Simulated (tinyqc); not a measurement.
# MOS structure on a p-type body with a doping step (retrograde), non-linear Poisson equation by Newton steps, step by step

Program tinyqc, `OMP_NUM_THREADS=1 python tinyqc.py 2080110 2080111 out.jsonl`; Intel Xeon 2.30GHz, shared host, one thread, about 0.7 s. Printed values are rounded; ~0 in a residual or rate marks an entry under 1e-11 of the largest of its column.

One dimension, insulator interface at x = 0, acceptor density N1 for x < x1 and Na beyond, net doping C = -(acceptor density). psi is counted from the intrinsic level: n = ni exp((psi - Vb)/Vt), p = ni exp(-psi/Vt); deep in the body psi_b = -Vt ln(Na/ni). The gate acts through Cox = eps0 eox/tox and has the potential psi_G = Vg - (phiM - chi - Vt ln(Nc/ni)). Boltzmann statistics, full ionisation, classical densities, no oxide or interface charge. Acceptors in real wide-gap material are deep and only partly ionised in the neutral body.

Values chosen for this exercise; band and dielectric values those of a made-up semiconductor:
- T = 300 K (temperature)
- Eg = 4.09 eV (band gap)
- eps_r = 9.19 (relative permittivity)
- Nc = 2.08e19 cm^-3 (conduction-band density of states at T)
- Nv = 3.18e19 cm^-3 (valence-band density of states at T)
- chi = 4.14 eV (electron affinity)
- Na = 2.9e16 cm^-3 (acceptor density deep in the body)
- eox = 3.9 (relative permittivity of the gate insulator (close to silicon dioxide))
- tox = 2.9 nm (insulator thickness)
- phiM = 4.66 eV (gate work function)
- Vb = 0 V (electron quasi-Fermi potential against the body)
- x1 = 170 nm (depth of the doping step)
- N1 = 1.4e15 cm^-3 (acceptor density above the step)
- Vg = 1.51 V (gate voltage against the body)

Constants: q = 1.602176634e-19 C, kB = 1.380649e-23 J/K, Vt = kB T/q, eps0 = 8.8541878128e-14 F/cm where lengths are in cm. Results are converted to the units shown.

Range of the model: On a fine mesh the surface electron density exceeds 0.3 Nc, so degeneracy and confinement would lower the charge and push it away from the interface.

## Scales and end potentials

ni = sqrt(Nc Nv) exp(-Eg/(2 Vt)), Eg in volts; Cox, psi_G and psi_b as defined.

ni = 1.136992e-15 cm^-3
Cox = 1.190736 uF/cm^2
psi_G = 3.029513 V
psi_b = -1.869525 V

## Net doping on the mesh

x, node 0 to 15 (nm): 0  0.5  1.29  2.55  4.56  7.73  12.8  20.8  33.5  53.7  85.7  137  217  346  549  873

C = -(N1 for x < x1 and Na beyond), taken at the nodes.

net doping C, node 0 to 15 (cm^-3): -1.4e15  -1.4e15  -1.4e15  -1.4e15  -1.4e15  -1.4e15  -1.4e15  -1.4e15  -1.4e15  -1.4e15  -1.4e15  -1.4e15  -2.9e16  -2.9e16  -2.9e16  -2.9e16

## Couplings between neighbouring nodes

a_i = eps0 eps_r/h_i for the interval from node i to i + 1, with h_i = x_(i+1) - x_i in cm.

coupling a_i, interval 0 to 14 (F/cm^2): 1.627400e-5  1.030000e-5  6.457935e-6  4.048258e-6  2.566877e-6  1.604931e-6  1.017125e-6  6.407086e-7  4.028217e-7  2.542812e-7  1.586160e-7  1.017125e-7  6.307751e-8  4.008374e-8  2.511419e-8

## Starting potential

A straight line in x from psi_G at node 0 to psi_b at the last node.

psi at the start, node 0 to 15 (V): 3.029513  3.026707  3.022274  3.015203  3.003923  2.986134  2.957683  2.912789  2.841520  2.728163  2.548588  2.260706  1.811768  1.087855  -0.051326  -1.869525

## Iteration 1: densities, residual and Jacobian diagonal

n_i = ni exp((psi_i - Vb)/Vt), p_i = ni exp(-psi_i/Vt), rho_i = p_i - n_i + C_i, g_i = (n_i + p_i)/Vt. Box widths w_i = (h_(i-1) + h_i)/2 in cm. Residual F_i = a_i (psi_(i+1) - psi_i) - a_(i-1) (psi_i - psi_(i-1)) + q rho_i w_i; Jacobian: a_(i-1) and a_i beside the diagonal, b_i = -a_(i-1) - a_i - q g_i w_i on it. Node 0 is free: w_0 = h_0/2, F_0 = a_0 (psi_1 - psi_0) + Cox (psi_G - psi_0) + q rho_0 w_0, b_0 = -a_0 - Cox - q g_0 w_0, with Cox = eps0 eox/tox, psi_G = Vg - (phiM - chi - Vt ln(Nc/ni)). The last node is fixed.

```
node     n (cm^-3)     p (cm^-3)
0      8.898798e35  1.452724e-66
1      7.983529e35  1.619271e-66
2      6.725419e35  1.922185e-66
3      5.116059e35  2.526847e-66
4      3.307098e35  3.909016e-66
5      1.661889e35  7.778797e-66
6      5.528899e34  2.338169e-65
7      9.737684e33  1.327574e-64
8      6.182872e32  2.090857e-63
9      7.706874e30  1.677399e-61
10     7.415603e27  1.743284e-58
11     1.081305e23  1.195546e-53
12     3.105408e15  4.162898e-46
13        2142.489  6.033870e-34
14    1.561443e-16  8.279200e-15
15    4.457758e-47        2.9e16
```

```
node  residual F (C/cm^2)  diagonal b (F/cm^2)
0             -3.564362e9         -1.378757e11
1             -8.250210e9         -3.191324e11
2            -1.104469e10         -4.272278e11
3            -1.340182e10         -5.184054e11
4            -1.372326e10         -5.308393e11
5            -1.097008e10         -4.243415e11
6             -5.788881e9         -2.239239e11
7             -1.614754e9         -6.246148e10
8             -1.629546e8          -6.303364e9
9             -3.222769e6          -1.246623e8
10              -4948.480          -1.914158e5
11                     ~0            -4.399459
12                     ~0         -3.659081e-7
13                     ~0         -1.031612e-7
14                     ~0         -6.519793e-8
```

## Iteration 1: Newton step

Solve the tridiagonal system a_(i-1) d_(i-1) + b_i d_i + a_i d_(i+1) = -F_i for nodes 0 to 14, with d = 0 on fixed nodes. Each component d is damped to sign(d) Vt ln(1 + |d|/Vt) before it is added.

Newton step d, before damping, node 0 to 14 (V): -0.025852  -0.025852  -0.025852  -0.025852  -0.025852  -0.025852  -0.025852  -0.025852  -0.025852  -0.025852  -0.025852  -0.025852  -0.567238  -2.396643  -3.351284
psi after iteration 1, node 0 to 15 (V): 3.011594  3.008788  3.004354  2.997284  2.986004  2.968215  2.939763  2.894870  2.823601  2.710244  2.530668  2.242787  1.730775  0.970483  -0.177287  -1.869525

## Iteration 2: densities, residual and Jacobian diagonal

As before.

```
node     n (cm^-3)     p (cm^-3)
0      4.449399e35  2.905448e-66
1      3.991765e35  3.238543e-66
2      3.362709e35  3.844370e-66
3      2.558029e35  5.053695e-66
4      1.653549e35  7.818032e-66
5      8.309446e34  1.555759e-65
6      2.764449e34  4.676338e-65
7      4.868842e33  2.655149e-64
8      3.091436e32  4.181714e-63
9      3.853437e30  3.354797e-61
10     3.707801e27  3.486567e-58
11     5.406524e22  2.391092e-53
12     1.353606e14  9.550417e-45
13        22.86387  5.654116e-32
14    1.195286e-18  1.081540e-12
15    4.457758e-47        2.9e16
```

```
node  residual F (C/cm^2)  diagonal b (F/cm^2)
0             -1.782181e9         -6.893783e10
1             -4.125105e9         -1.595662e11
2             -5.522346e9         -2.136139e11
3             -6.700908e9         -2.592027e11
4             -6.861629e9         -2.654197e11
5             -5.485039e9         -2.121708e11
6             -2.894440e9         -1.119620e11
7             -8.073771e8         -3.123074e10
8             -8.147728e7          -3.151682e9
9             -1.611384e6          -6.233113e7
10              -2474.240            -95707.88
11                     ~0            -2.199729
12                     ~0         -1.735565e-7
13                     ~0         -1.031612e-7
14                     ~0         -6.519793e-8
```

## Iteration 2: Newton step

As before.

Newton step d, before damping, node 0 to 14 (V): -0.025852  -0.025852  -0.025852  -0.025852  -0.025852  -0.025852  -0.025852  -0.025852  -0.025852  -0.025852  -0.025852  -0.025852  -1.354300  -2.976626  -3.654057
psi after iteration 2, node 0 to 15 (V): 2.993674  2.990868  2.986435  2.979364  2.968085  2.950296  2.921844  2.876950  2.805681  2.692325  2.512749  2.224868  1.627947  0.847562  -0.305468  -1.869525

## Course of the Newton iteration

Stop when the largest undamped |d| is below 1e-9 V, or after 80 iterations.

Course of the iteration:
```
iteration  largest |F| (C/cm^2)  largest |d| (V)  at node
1                       1.37e10             3.35       14
2                        6.86e9             3.65       14
3                        3.43e9             3.58       14
4                        1.72e9             3.46       14
5                        8.58e8             3.35       14
6                        4.29e8             3.23       14
7                        2.14e8             3.11       14
8                        1.07e8             2.99       14
9                        5.36e7             2.88       14
...                         ...              ...      ...
58                      8.72e-8           0.0939        8
59                      3.84e-8           0.0843        8
60                      1.53e-8           0.0627        8
61                      6.96e-9           0.0356        8
62                      3.05e-9           0.0138        8
63                     8.59e-10          2.78e-3        8
64                     7.03e-11          1.40e-4        8
65                     2.77e-13          3.77e-7        8
66                       < 1e-2         2.75e-12        8
```

Converged in 66 iterations. Once the step is below 0.1 Vt, 2 more iteration(s) reach the threshold: near the solution the error is roughly squared each time.

## Converged densities and sheet charges

converged psi, node 0 to 15 (V): 2.085735  2.047280  2.014707  1.983020  1.947616  1.901416  1.831678  1.722473  1.549497  1.275286  0.843194  0.156388  -0.900178  -1.834140  -1.869228  -1.869525

n and p as above; box widths w_i (half boxes at both ends); band bending psi_0 - psi_b; N_inv = sum w n; N_dep = -sum w (p + C); centroid sum w n x/N_inv; gate charge Cox (psi_G - psi_0)/q.

```
node     n (cm^-3)     p (cm^-3)
0      1.243254e20  1.039812e-50
1      2.809020e19  4.602138e-50
2      7.967917e18  1.622444e-49
3      2.338989e18  5.526959e-49
4      5.946604e17  2.173930e-48
5      9.957326e16  1.298290e-47
6      6.708062e15  1.927159e-46
7      9.818057e13  1.316706e-44
8      1.219431e11  1.060125e-41
9       3.017272e6  4.284500e-37
10       0.1662639  7.775291e-30
11    4.818960e-13  2.682632e-18
12    8.578821e-31      1.506909
13    1.752111e-46   7.378241e15
14    4.509286e-47   2.866862e16
15    4.457758e-47        2.9e16
```

band bending = 3.955260 V
N_inv = 6.318616e12 cm^-2
N_dep = 6.954831e11 cm^-2
centroid of the electrons = 0.6349993 nm
gate charge over q = 7.014145e12 cm^-2

N_inv + N_dep is within 0.01 % of the gate charge. A mesh of about 600 nodes or more gives a band bending of 3.965 V and N_inv = 6.242e12 cm^-2; this mesh is 1.2 % above the latter.
